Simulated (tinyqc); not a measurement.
# Inverter chain driving a load

N inverters, each f = Hc^(1/N) times larger than the one before: delay tau N (f + pp). Switched capacitance in units of the first input, with output capacitance pp times the input: Hc + (1 + pp)(Hc - 1)/(f - 1).

Inputs (values chosen for the exercise): load over the input capacitance of the chain Hc = 1100; parasitic delay of an inverter pp = 0; delay unit tau = 3.4 ps.

Result of one run:
```
f,delay (ps),switched capacitance
4.0577,68.981,1459.4
```

Which number of stages N gave this result: 4, 5, 8, 9 or 10?

N = 5.

The whole series:
```
N,f,delay (ps),switched capacitance
4,5.7590,78.323,1330.9
5,4.0577,68.981,1459.4
6,3.2129,65.543,1596.6
7,2.7195,64.723,1739.1
8,2.3998,65.274,1885.1
9,2.1774,66.628,2033.4
10,2.0144,68.489,2183.4
11,1.8901,70.691,2334.7
```

The delay goes from 78.3 through a minimum of 64.7 (at N = 7 among the rows listed) to 70.7 ps. The best stage effort solves pp + rho (1 - ln rho) = 0, rho = 2.72, which gives N = ln Hc/ln rho = 7.00. One stage fewer than the best costs 1.3 % in delay and saves 8.2 % of the switched capacitance.

Computed by the program tinyqc: `OMP_NUM_THREADS=1 python tinyqc.py 2082011 2082012 out.jsonl`, one thread of a shared Intel Xeon 2.30GHz, about 0.01 s for the whole run.
